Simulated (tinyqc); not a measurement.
Worked calculation: deformation potentials from a strained empirical pseudopotential. Values are carried at full precision from step to step, so a last printed digit may differ when a step is redone from the rounded ones.

Diamond lattice, no spin-orbit coupling. Atomic form factor V(q) = a1 (q^2 - a2)/(a3 exp(a4 q^2) - 1) in rydberg with q in 1/bohr, for the unstrained cell. Under a strain e the reciprocal vectors and k go over into (1 + e)^(-1) G, the atoms sit at +/- tau with tau = (1 + e) a (1,1,1)/8 - zeta a (eyz, ezx, exy)/4, and H(G,G') = c |k + G|^2 delta + (V(q)/det(1 + e)) cos(q.tau), q = G - G', with the term q = 0 left out; c = hbar^2/2m0. The basis is fixed before straining: all G with |k + G|^2 up to 16 (2 pi/a)^2. k is given in units of 2 pi/a of the unstrained cell.

Constants: a0 (Bohr radius) = 0.5291772105 angstrom; hbar^2/2m0 = 3.80998211 eV angstrom^2; Ry = 13.60569312 eV.

Inputs chosen for the exercise (near those of Si; the results hold for these values, not for the real material): a = 5.427 angstrom (lattice constant); A = (0.543, 2.168, 2.077, 0.481) (a1 (Ry bohr^2), a2 (1/bohr^2), a3, a4 (bohr^2)); h = 0.001 (size of the test strain); kD = 0.82 2 pi/a (position of the Delta minimum); zeta = 0.46 (internal-strain parameter).

## Form factors, unstrained and under a volume change

q^2 = n (2 pi/a)^2 a0^2 for the shells n = 3, 8, 11; for e = h 1, q^2 is divided by (1 + h)^2 and V by (1 + h)^3. Last column: the change divided by the relative change of volume, (1 + h)^3 - 1.

Form factors:
```
n   q^2 (1/bohr^2)    V (Ry)  V expanded (Ry)  dV/(dVol/Vol) (Ry)
3          1.12607  -0.22015         -0.22029             -0.0484
8          3.00284   0.05808          0.05768             -0.1340
11         4.12891   0.07534          0.07511             -0.0743
```

## Gaps under a volume change

e = -h 1, 0, +h 1; gaps from the valence top to the s-like level at Gamma (level 8), and to level 5 at (kD,0,0) and (1/2,1/2,1/2).

Gaps (eV):
```
gap             e = -h    e = 0   e = +h
Gamma, s-like  4.39083  4.36398  4.33714
Delta          1.12489  1.13274  1.14051
L              2.11412  2.10817  2.10220
```

## Hydrostatic deformation potentials

a = [E(+h) - E(-h)]/(3 ln((1 + h)/(1 - h))).

a of the gaps to Gamma, Delta, L (eV): -8.95  2.60  -1.99

Compression opens the Gamma gap, opens the L gap and closes the Delta gap. Only differences are defined here: the absolute shifts depend on the mean potential, which this model leaves out.

## Tetragonal strain

e = diag(-h/2, -h/2, h). Level 5 at (kD,0,0) and (0,0,kD), and levels 2 to 4 at Gamma, all from the mean of the three valence levels.

Delta x, Delta z (eV): 1.12871  1.14081

valence levels (eV): -0.00985  0.00492  0.00492

## Xu of the Delta valleys and b

For e = diag(-h/2, -h/2, h): E(Delta z) - E(Delta x) = Xu (ezz - exx), and without spin-orbit coupling E(Z) - E(X, Y) = 3 b (ezz - exx); Z is the single level, X and Y the pair.

Xu = 8.07 eV
b = -3.28 eV

Stretching along z raises the valleys on the z axis and lowers the Z valence state. One-sided differences carry an error of order h. A local potential fitted to band energies alone fixes these slopes only roughly; b tends to come out too large and Xu of L too small.

## Trigonal strain

exy = eyz = ezx = h, with the internal displacement. Level 5 at (1/2,1/2,1/2) and (1/2,-1/2,-1/2), and levels 2 to 4 at Gamma, from the mean of the three valence levels.

L [111], L [1-1-1] (eV): 2.13211  2.10018

valence levels (eV): -0.01231  0.00616  0.00616

## Xu of the L valleys and d

For the tensor strain exy = eyz = ezx = h: E(L [111]) - E(L [1-1-1]) = (8/3) Xu h, and E(single valence level) - E(pair) = 3 sqrt(3) d h. Find Xu and d.

Xu (L) = 11.97 eV
d = -3.55 eV

## Checks

- Level 5 at (kD,0,0) and (0,kD,0) under the tetragonal strain (eV): both 11.3121.

Program tinyqc; command `OMP_NUM_THREADS=1 python tinyqc.py 1851018 1851019 out.jsonl`; about 0.2 s on one thread of a shared Intel(R) Xeon(R) Processor @ 2.30GHz.
